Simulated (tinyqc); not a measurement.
Collinear exchange A + BC -> AB + C on a London-Eyring-Polanyi-Sato surface: saddle, string of images and rate. Changing the D(AB). Computed by tinyqc, a small Python program. Command: `OMP_NUM_THREADS=1 python tinyqc.py 3112392 3112393 out.jsonl leps sweep`. One thread of a shared host (Intel(R) Xeon(R) Processor @ 2.30GHz), about 0.3 s of CPU time with the checks.

x = r(AB), y = r(BC), r(AC) = x + y. V is counted from separated atoms, the barrier from A + BC, that is V + D(BC).

Inputs (values chosen for the exercise, bond data loosely for abstraction of hydrogen from a Si-H bond by a hydrogen atom; the barrier is not fitted): r0(AB) = 0.742 angstrom; beta(AB) = 1.94 1/angstrom; D(BC) = 4.12 eV; r0(BC) = 1.48 angstrom; beta(BC) = 1.52 1/angstrom; D(AC) = 4.01 eV; r0(AC) = 1.48 angstrom; beta(AC) = 1.52 1/angstrom; Sato parameter S = 0.12; mass of A = 1.008 u; mass of B = 1.008 u; mass of C = 28.09 u; step of the string = 0.015 angstrom^2/eV.

Constants: nu for 1 eV/(angstrom^2 u) = 15.6333042 THz.

Method:
- For each pair, with u = exp(-beta (r - r0)): Q = D [(3 + S) u^2 - (2 + 6 S) u]/(4 (1 + S)), J = D [(1 + 3 S) u^2 - (6 + 2 S) u]/(4 (1 + S)); V = Q1 + Q2 + Q3 - sqrt(((J1 - J2)^2 + (J2 - J3)^2 + (J3 - J1)^2)/2).
- String of 9 images between the fixed ends (r0(AB) + 2, r0(BC)) and (r0(AB), r0(BC) + 2), started on the two straight legs through (r0(AB) + 0.3, r0(BC) + 0.3): each iteration moves the inner images by -step x gradient (central differences) and spaces them evenly again along the broken line (coordinates are kept between 0.2 and 8 angstrom); stop when no coordinate changes by more than 1e-5 angstrom, at most 400 iterations.
- From the highest inner image, z -> z - H^-1 g with gradient g and Hessian H by central differences, steps capped at 0.15 angstrom, 12 steps.
- Wilson matrix G = [[1/m_A + 1/m_B, -1/m_B], [-1/m_B, 1/m_B + 1/m_C]]; eigenvalues lambda of G H give nu = 15.6333042 THz x sqrt(|lambda|), the negative one being imaginary. Reactant: nu_BC from k = 2 D beta^2 and 1/m_B + 1/m_C. Skew angle: cos = sqrt(m_A m_C/((m_A + m_B)(m_B + m_C))).

One run for each value:
```
D(AB) (eV)  barrier (eV)  imaginary frequency (THz)  real frequency at the saddle (THz)
3.52             0.92851                     40.280                              42.595
3.77             0.77738                     50.339                              36.915
4.02             0.64699                     57.472                              33.909
4.27             0.53729                     60.744                              32.661
4.52             0.44695                     60.483                              32.554
4.77             0.37370                     57.548                              33.275
5.02             0.31486                     52.916                              34.677
```

Over the rows, barrier (eV) falls from 0.929 to 0.315 (exponent d ln y / d ln x -2.6 between the first rows and -3.4 between the last); imaginary frequency (THz) goes from 40.3 through a maximum among these rows, 60.7 at 4.27, to 52.9; real frequency at the saddle (THz) goes from 42.6 through a minimum among these rows, 32.6 at 4.52, to 34.7. The barrier changes by -0.60 eV per eV of D(AB) between the first rows and -0.24 between the last; an Evans-Polanyi line would have one slope.

Extremes, crossings and ranges named in words are read from the listed rows.
